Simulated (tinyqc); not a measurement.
# Worked calculation: ballistic Schottky-barrier transistor with a one-dimensional channel, WKB contacts

Computed by the program tinyqc: `OMP_NUM_THREADS=1 python tinyqc.py 2390118 2390119 out.jsonl`, one thread of a shared Intel Xeon 2.30GHz, about 0.09 s for the whole run. Printed values are rounded.

Source Fermi level 0, drain Fermi level -Vd. Far from the contacts Ec = pn - psi, and the gate moves psi one to one; the band edges relax as exp(-x/lam) from pn at the source and pn - Vd at the drain; Ev = Ec - Eg. A carrier of energy w inside the channel band meets at a contact a barrier of height D (the contact edge beyond the channel edge): T = 1 for w >= D, else exp(-S), S = 4 lam sqrt(m/C) [sqrt(D - w) - sqrt(w) arctan sqrt((D - w)/w)], C = hbar^2/(2 m0). The two contacts combine as Ts Td/(Ts + Td - Ts Td).

Parameters, values chosen for the exercise; channel values close to those of a silicon nanowire with silicide contacts: temperature T = 250 K; band gap Eg = 1.12 eV; barrier for electrons at both contacts pn = 0.71 eV; electron mass mn = 0.2 m0; hole mass mp = 0.24 m0; valleys or subbands g = 2; screening length at the contacts lam = 3.6 nm; drain bias Vd = 0.3 V; band shift psi of the channel by the gate ps = 0.48 V; energy of one carrier inside the channel band w0 = 0.23 eV; upper end of the grid wm = 0.63 eV; points of the grid nE = 13.

Constants: q = 1.602176634e-19 C, kB = 1.380649e-23 J/K, hbar = 1.054571817e-34 J s, h = 6.62607015e-34 J s, m0 = 9.1093837015e-31 kg, Vt = kB T/q, hbar^2/(2 m0) = 0.0380998212 eV nm^2. Results are converted to the units shown.

Range of the model: No scattering, image-force lowering, channel charge or band-to-band tunnelling; parabolic kappa overstates S deep in the gap.

## Band edges and barriers

Electrons: Ds = psi, Dd = psi - Vd, Es = Ec, Ed = Ec + Vd. Holes: Ds = -psi, Dd = Vd - psi, Es = -Ev, Ed = -Ev - Vd. The size of each current is taken; both flow from drain to source and add.

Ec = 0.23 eV
Ev = -0.89 eV
D for electrons (eV): source 0.4800000, drain 0.1800000
D for holes (eV): source -0.4800000, drain -0.1800000

A negative D is no barrier. Here the electrons carry the larger current.

## Transmission of one of the electrons

S and T at both contacts for w = w0, and the tunnelling distance lam ln(D/w) at the higher barrier.

S at the source = 3.739445
S at the drain = 0
combined T = 0.02376729
tunnelling distance = 2.648544 nm

## Current of the electrons on a coarse grid

I = g (2 q^2/h) int T(w) [f(Es + w) - f(Ed + w)] dw, f(y) = 1/(1 + exp(y/Vt)). Electrons: Ds = psi, Dd = psi - Vd, Es = Ec, Ed = Ec + Vd. Holes: Ds = -psi, Dd = Vd - psi, Es = -Ev, Ed = -Ev - Vd. The size of each current is taken; both flow from drain to source and add. Simpson's rule on nE equally spaced w from 0 to wm.

w, point 0 to 12 (eV): [0.0000000, 0.0525000, 0.1050000, 0.1575000, 0.2100000, 0.2625000, 0.3150000, 0.3675000, 0.4200000, 0.4725000, 0.5250000, 0.5775000, 0.6300000]
Ts, point 0 to 12: [1.182859e-10, 4.807951e-6, 1.815805e-4, 0.002122324, 0.01327982, 0.05479651, 0.1651376, 0.3834719, 0.7012588, 0.9851363, 1, 1, 1]
Td, point 0 to 12: [8.335618e-7, 0.01471344, 0.2156887, 0.8046743, 1, 1, 1, 1, 1, 1, 1, 1, 1]
T, point 0 to 12: [1.182691e-10, 4.806403e-6, 1.814607e-4, 0.002121232, 0.01327982, 0.05479651, 0.1651376, 0.3834719, 0.7012588, 0.9851363, 1, 1, 1]
size of the supply difference, point 0 to 12: [2.308839e-5, 2.018596e-6, 1.764805e-7, 1.542920e-8, 1.348932e-9, 1.179333e-10, 1.031058e-11, 9.014253e-13, 7.880909e-14, 6.890059e-15, 6.023785e-16, 5.266427e-17, 4.604290e-18]
current = 8.145781e-10 uA

A converged quadrature gives 8.208e-10 uA; this grid is 0.76 % below that. 0.00198 % of it passes over both barriers, the rest tunnels. The other carrier adds 4.26e-12 uA.
